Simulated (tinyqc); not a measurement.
# Changing the total flow

Model: precursor delivery and alloy composition in metal-organic vapour-phase epitaxy. Computed by tinyqc, a small Python program. Command: `OMP_NUM_THREADS=1 python tinyqc.py 3002534 3002535 out.jsonl movpe sweep`. One thread of a shared host (Intel(R) Xeon(R) Processor @ 2.30GHz), about 0.01 s of CPU time with the checks.

Carrier gas leaves each bubbler saturated. Group-III species cross a boundary layer and react at the surface; element 2 can also desorb. The film is (1)_(1-x) (2)_x V with a zinc-blende cell.

Inputs (values chosen for the exercise, close to those used for InGaAs from TMGa and TMIn): source 1: a in log10(p/torr) = a - b/T = 8.07; source 1: b = 1703 K; source 1: bath temperature = 1 C; source 1: carrier flow = 4.8 sccm; source 2: a = 10.52; source 2: b = 3014 K; source 2: bath temperature = 21 C; source 2: carrier flow = 120 sccm; bubbler pressure p_b = 600 torr; group-V hydride flow = 32 sccm; reactor pressure p = 75 torr; diffusivity D0 at 273.15 K and 760 torr = 0.43 cm^2/s; boundary layer delta = 1.3 cm; prefactor of the surface rate k_s = 1e+13 cm/s; energy of k_s = 1.83 eV; prefactor of the loss of element 2 = 5.9e+16 layers/s; energy of the loss = 3.17 eV; lattice constant a = 5.75 angstrom; growth temperature T = 630 C.

Constants: k_B = 1.380649e-23 J/K; k_B = 8.617333262e-05 eV/K.

Method:
- Temperatures in kelvin are T(C) + 273.15.
- Vapour pressure p_v = 10^(a - b/T); precursor flow = carrier flow x p_v/(p_b - p_v); 1 sccm = 44.615 micromol/min; V/III = hydride flow over the sum of both; gas share x_g = F2/(F1 + F2).
- Partial pressure p_i = p F_i/(44615 x total flow in slm); density n_i = p_i/(k_B T), 1 torr = 133.322 Pa; D = D0 (T/273.15)^1.75 (760/p), h = D/delta, the same for both; k_s = prefactor x exp(-energy/(k_B T)); arrival J_i = n_i/(1/h + 1/k_s); in layers per second g_i = J_i a^2/2 (two group-III sites per a^2 on (001)).
- Loss of element 2 is r x with r = prefactor x exp(-energy/(k_B T)). Then x = (g2 - r x)/(g1 + g2 - r x), or r x^2 - (g1 + g2 + r) x + g2 = 0, smaller root; growth rate G = g1/(1 - x) layers/s; one layer is a/2 thick, 1 angstrom/s = 0.36 um/h.
- Distribution coefficient = [x/(1 - x)]/[x_g/(1 - x_g)], x_g = g2/(g1 + g2).

One run for each value:
```
total flow (slm)  growth rate G (um/h)  solid share x  distribution coefficient
2.0                             18.386        0.36323                   0.99325
3.3                             11.125        0.36221                   0.98890
5.3                              6.910        0.36066                   0.98225
8.6                              4.242        0.35810                   0.97140
14.0                             2.589        0.35395                   0.95398
23.0                             1.559        0.34714                   0.92585
37.0                             0.954        0.33680                   0.88428
60.0                             0.574        0.32053                   0.82140
```

What does the table show, and why?

Over the rows, growth rate G (um/h) falls from 18.4 to 0.574 (exponent d ln y / d ln x about -1.0 throughout); solid share x falls from 0.363 to 0.321 (exponent d ln y / d ln x -0.0056 between the first rows and -0.10 between the last); distribution coefficient falls from 0.993 to 0.821 (exponent d ln y / d ln x -0.0088 between the first rows and -0.15 between the last). The exponent of growth rate G stays between -1.05 and -1.00, near -1: more carrier dilutes the precursors at fixed delta. Slower growth leaves element 2 longer at the surface, so x drops with dilution.

Caution (rows 2.00): rates above some 15 um/h are beyond usual practice, and precursor depletion would cap them. Caution (all rows): the lattice constant is held fixed as x changes, delta does not respond to the flow, both precursors share one D and k_s, and gas-phase side reactions are left out.
